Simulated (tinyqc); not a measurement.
## Fermi-level pinning from two metals

Problem. Cowley-Sze model with the space charge neglected: phiB = S (phiM - chi) + (1 - S)(Eg - phi0), S = 1/(1 + q Dit dl/(eps0 ei)), dl in cm. Find S, phi0 and Dit.

Inputs (values chosen for the exercise); band and dielectric values close to those of gallium phosphide:
```
symbol  value  unit                                         meaning
Eg       2.22    eV                                        band gap
chi      3.77    eV                               electron affinity
dl        0.4    nm              thickness of the interfacial layer
ei          1        relative permittivity of the interfacial layer
```

Constants: q = 1.602176634e-19 C, eps0 = 8.8541878128e-14 F/cm where lengths are in cm. Results are converted to the units shown.

barriers for metals with phiM = 4.06 and 4.88 eV (eV): [1.4431031, 1.4816613]

Answer. S is the slope of phiB against phiM; either barrier then gives phi0, and S gives Dit.

S = 0.04702
phi0 = 0.7200 eV
Dit = 2.800e14 cm^-2 eV^-1

Numbers from tinyqc (`OMP_NUM_THREADS=1 python tinyqc.py 2020074 2020075 out.jsonl`; about 0.1 s on one thread of a shared Intel Xeon 2.30GHz).
